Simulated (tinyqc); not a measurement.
## CMOS latch-up, two-transistor model: effect of the temperature

A parasitic pnp (emitter at Vdd, base shunted by Rw) and npn (emitter at ground, base shunted by Rs) feed each other: the npn collector current flows out of the pnp base node, the pnp collector current into the npn base node. Forward-active transistors with constant gains: Icn = Isn exp(Vn/Vt), Icp = Isp (exp(Vp/Vt) - 1). A current Ii is injected into the npn base node.

Isn, Isp and Von are given at 250 K; the currents scale as T^3 exp(-1.12 V/Vt), Von falls by 1.5 mV/K, gains and resistances are fixed. Node equations: Vp/Rw + Icp/bp = Icn and Vn/Rs + Icn/bn = Icp + Ii. Loop gain G = gn gp/[(1/Rw + gp/bp)(1/Rs + gn/bn)], gn = Icn/Vt, gp = (Icp + Isp)/Vt; the off state ends where G = 1, and Ii there is the trigger current. On state with both base-emitter voltages at Von: npn base current Ib = (Von/Rs + bp Von/Rw)/(bn bp - 1), holding current Ih = (bn + 1) Ib + Von/Rs, holding voltage Vh = Vsat + Von + R2 (Ib + Von/Rs).

Values chosen for this exercise; values close to those of bulk CMOS: current gain of the npn bn = 21.6; current gain of the pnp bp = 5.6; saturation current of the npn at the reference temperature Isn = 2.1e-19 A; saturation current of the pnp at the reference temperature Isp = 6e-20 A; substrate resistance shunting the npn Rs = 770 ohm; well resistance shunting the pnp Rw = 1300 ohm; resistance from the pnp collector to the npn base R2 = 27 ohm; base-emitter voltage in the on state Von = 0.8 V; saturation voltage Vsat = 0.11 V; supply voltage Vdd = 1.2 V.

Constants: q = 1.602176634e-19 C, kB = 1.380649e-23 J/K, Vt = kB T/q. Results are converted to the units shown.

Result of one run:

| T (K) | Vn at trigger (V) | trigger current (mA) | Ih (mA) | Vh (V) |
|---|---|---|---|---|
| 443 | 0.3935 | 0.5143 | 1.202 | 0.6390 |

What becomes of these results when the temperature T is changed from 443 to 233 K, all else the same?

Result of the changed run:

| T (K) | Vn at trigger (V) | trigger current (mA) | Ih (mA) | Vh (V) |
|---|---|---|---|---|
| 233 | 0.7928 | 1.053 | 1.944 | 0.9655 |

The whole series:

| T (K) | Vn at trigger (V) | trigger current (mA) | Ih (mA) | Vh (V) |
|---|---|---|---|---|
| 233 | 0.7928 | 1.053 | 1.944 | 0.9655 |
| 263 | 0.7405 | 0.9827 | 1.838 | 0.9189 |
| 293 | 0.6867 | 0.9103 | 1.732 | 0.8722 |
| 323 | 0.6314 | 0.8359 | 1.626 | 0.8256 |
| 353 | 0.5745 | 0.7593 | 1.520 | 0.7789 |
| 383 | 0.5160 | 0.6803 | 1.414 | 0.7323 |
| 413 | 0.4557 | 0.5988 | 1.308 | 0.6857 |
| 443 | 0.3935 | 0.5143 | 1.202 | 0.6390 |

As T goes from 233 to 443 K, the trigger current falls from 1.05 to 0.514 mA, Ih falls from 1.94 to 1.20 mA and Vh falls from 0.965 to 0.639 V. Vh exceeds the supply Vdd = 1.2 V, which then cannot sustain a latched state, in 0 of the 8 rows.

Program tinyqc, `OMP_NUM_THREADS=1 python tinyqc.py 2670020 2670021 out.jsonl`; Intel Xeon 2.30GHz, shared host, one thread, about 0.04 s.
